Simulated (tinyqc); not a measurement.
Schottky barrier with interface states (Cowley-Sze model), image lowering and contact resistance: one step, computed by the program tinyqc.

An n-type semiconductor under a metal. The barrier lies between the Schottky-Mott limit phi_M - chi and the Bardeen limit E_g - E_n, E_n being the neutrality level of the interface states; the space-charge term of the full Cowley-Sze expression is left out.

Task: Depletion layer and image lowering under reverse bias. N_c = 2 M_c (2 pi m_e k_B T/h^2)^(3/2); xi = E_c - E_F solves N = N_c F_1/2(-xi/k_B T) (bisection; full ionisation). F_1/2(eta) = (2/sqrt(pi)) int_0^infinity sqrt(x)/(1 + exp(x - eta)) dx, by the trapezoid rule in t = sqrt(x) with step 0.02 up to t = 12 (for eta < -12 by exp(eta) - exp(2 eta)/2^(3/2)). V_bi = phi_B - xi; W = sqrt(2 eps_s eps_0 (V_bi + V_r - k_B T/e)/(e N)); field at the metal E_m = e N W/(eps_s eps_0); image lowering sqrt(e E_m/(4 pi eps_s eps_0)).

Inputs (values chosen for the exercise, with gap, mass and screening modelled on InP):
```
quantity                     value   unit
dielectric constant eps_s     12.1      -
electron mass m_e           0.0775    m_0
valleys M_c                      1      -
donor density N            7.2e+16  cm^-3
temperature T                  200      K
reverse bias V_r               1.9      V
```

Pinning factor from: Moench relation.

barrier phi_B = 0.3485045 eV

Constants: k_B = 8.617333262e-05 eV/K; m_0 = 9.1093837015e-31 kg; k_B = 1.380649e-23 J/K; h = 6.62607015e-34 J s; eps_0 = 8.8541878128e-12 F/m; e = 1.602176634e-19 C.

Give: N_c; xi; built-in voltage V_bi; depletion width W; field E_m; image lowering.

Result:

N_c = 2.947e+17 cm^-3

xi = 0.02281 eV

built-in voltage V_bi = 0.3257 V

depletion width W = 202.5 nm

field E_m = 2.181e+05 V/cm

image lowering = 0.05094 eV
